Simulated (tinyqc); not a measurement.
Dispersion against the sound-wave line: Born-von Karman spring model of a cubic crystal with one atom per cell. Computed by tinyqc, a small Python program. Command: `OMP_NUM_THREADS=1 python tinyqc.py 3014714 3014715 out.jsonl springs walk`. One thread of a shared host (Intel(R) Xeon(R) Processor @ 2.30GHz), about 0.1 s of CPU time with the checks.

First neighbours lie at a/2 (1,1,0) (12 of them), second at a (1,0,0) (6), with all permutations and signs; the volume per atom is Omega = a^3/4.

Inputs (values chosen for the exercise, for a model crystal):
```
quantity                 value           unit
atomic mass M             27.3              u
radial spring k1L        0.387  eV/angstrom^2
transverse spring k1T   -0.015  eV/angstrom^2
radial spring k2L       0.0087  eV/angstrom^2
transverse spring k2T  0.00036  eV/angstrom^2
```

Lattice: fcc.

Constants: nu for 1 eV/(angstrom^2 u) = 15.6333042 THz.

Method:
- A neighbour at R with unit vector n couples by the matrix K(R) = kL n n^T + kT (1 - n n^T), and D(q) = (1/M) sum_R K(R) [1 - cos(q.R)].
- An eigenvalue lambda of D in eV/(angstrom^2 u) gives nu = 15.6333042 THz x sqrt(lambda).
- The last column divides the top branch by the straight line with its slope at G. End points in 2 pi/a: X = (1, 0, 0), L = (0.5, 0.5, 0.5).

Frequencies (THz) along two lines:
```
line  fraction of the way    nu 1    nu 2    nu 3  nu 3 / linear
G-X                  0.10  0.5486  0.5486  0.8257        0.99535
G-X                  0.25  1.3416  1.3416  2.0143        0.97130
G-X                  0.40  2.0598  2.0598  3.0800        0.92824
G-X                  0.55  2.6634  2.6634  3.9635        0.86872
G-X                  0.70  3.1195  3.1195  4.6212        0.79583
G-X                  0.85  3.4032  3.4032  5.0254        0.71272
G-X                  1.00  3.4996  3.4996  5.1616        0.62223
G-L                  0.10  0.3807  0.3807  0.8206        0.99589
G-L                  0.25  0.9314  0.9314  2.0074        0.97450
G-L                  0.40  1.4306  1.4306  3.0833        0.93549
G-L                  0.55  1.8507  1.8507  3.9888        0.88016
G-L                  0.70  2.1686  2.1686  4.6739        0.81033
G-L                  0.85  2.3666  2.3666  5.1007        0.72827
G-L                  1.00  2.4338  2.4338  5.2456        0.63662
```

What follows from these numbers?

Along G-X the top branch ends at 62 % of its linear extrapolation, near the 2/pi = 64 % of a chain with one spring. Along G-L the top branch ends at 64 % of its linear extrapolation, which is the 2/pi of a pure sine: planes normal to this line couple to their next planes alone. A Debye model keeps the straight line throughout.
